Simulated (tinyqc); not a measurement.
Capacitance of parallel on-chip lines from Laplace's equation on a mesh: two steps of the calculation.

Cross-section of an endless row of equal lines between two grounded planes; neighbours are driven in antiphase (+1 V and -1 V), so the plane midway between two lines is at 0 V. By symmetry one quarter is solved: x runs from the centre of a line (column 0, mirror) to that midplane (column 4, 0 V), y from the mid-height of the line (row 0, mirror) to the ground plane (row 4, 0 V). The line fills columns 0 to 1 and rows 0 to 2 at 1 V. Cells beside the line (below row 2) have e2, cells above have e1. Each link between nodes has the conductance g = mean permittivity of the two cells beside it (a cell beyond a mirror counts as 0), and the free nodes obey sum g (V_neighbour - V) = 0.

Values chosen for this exercise: relative permittivity above and below the lines e1 = 2.4; relative permittivity between the lines e2 = 1; over-relaxation factor om = 1.

Question 1. Link conductances. gx[j, i] joins node (row j, column i) to column i + 1, gy[j, i] to row j + 1.

Wanted: gx; gy.

Answer 1.

gx:
```
        col 0   col 1   col 2   col 3
row 0  0.5000  0.5000  0.5000  0.5000
row 1   1.000   1.000   1.000   1.000
row 2   1.700   1.700   1.700   1.700
row 3   2.400   2.400   2.400   2.400
row 4   1.200   1.200   1.200   1.200
```

gy:
```
        col 0  col 1  col 2  col 3   col 4
row 0  0.5000  1.000  1.000  1.000  0.5000
row 1  0.5000  1.000  1.000  1.000  0.5000
row 2   1.200  2.400  2.400  2.400   1.200
row 3   1.200  2.400  2.400  2.400   1.200
```

Question 2. Relaxation sweep. One sweep visits the free nodes row by row from row 0, left to right, and replaces V by V + om (weighted mean of the neighbours - V), using new values at once.

V after sweep 1 (V):
```
           col 0      col 1      col 2      col 3      col 4
row 0  1.0000000  1.0000000  0.2500000  0.0625000  0.0000000
row 1  1.0000000  1.0000000  0.3125000  0.0937500  0.0000000
row 2  1.0000000  1.0000000  0.2959559  0.0877757  0.0000000
row 3  0.2500000  0.3125000  0.1521140  0.0599724  0.0000000
row 4  0.0000000  0.0000000  0.0000000  0.0000000  0.0000000
```

gx:
```
       col 0  col 1  col 2  col 3
row 0    0.5    0.5    0.5    0.5
row 1      1      1      1      1
row 2    1.7    1.7    1.7    1.7
row 3    2.4    2.4    2.4    2.4
row 4    1.2    1.2    1.2    1.2
```

gy:
```
       col 0  col 1  col 2  col 3  col 4
row 0    0.5      1      1      1    0.5
row 1    0.5      1      1      1    0.5
row 2    1.2    2.4    2.4    2.4    1.2
row 3    1.2    2.4    2.4    2.4    1.2
```

Give: V after sweep 2.

Answer 2.

V after sweep 2 (V):
```
       col 0  col 1  col 2  col 3  col 4
row 0  1.000  1.000  0.422  0.152  0.000
row 1  1.000  1.000  0.453  0.173  0.000
row 2  1.000  1.000  0.392  0.145  0.000
row 3  0.406  0.390  0.210  0.089  0.000
row 4  0.000  0.000  0.000  0.000  0.000
```

tinyqc, about 1 s, one thread, Intel Xeon 2.30GHz (shared host): `OMP_NUM_THREADS=1 python tinyqc.py 2790104 2790105 out.jsonl`
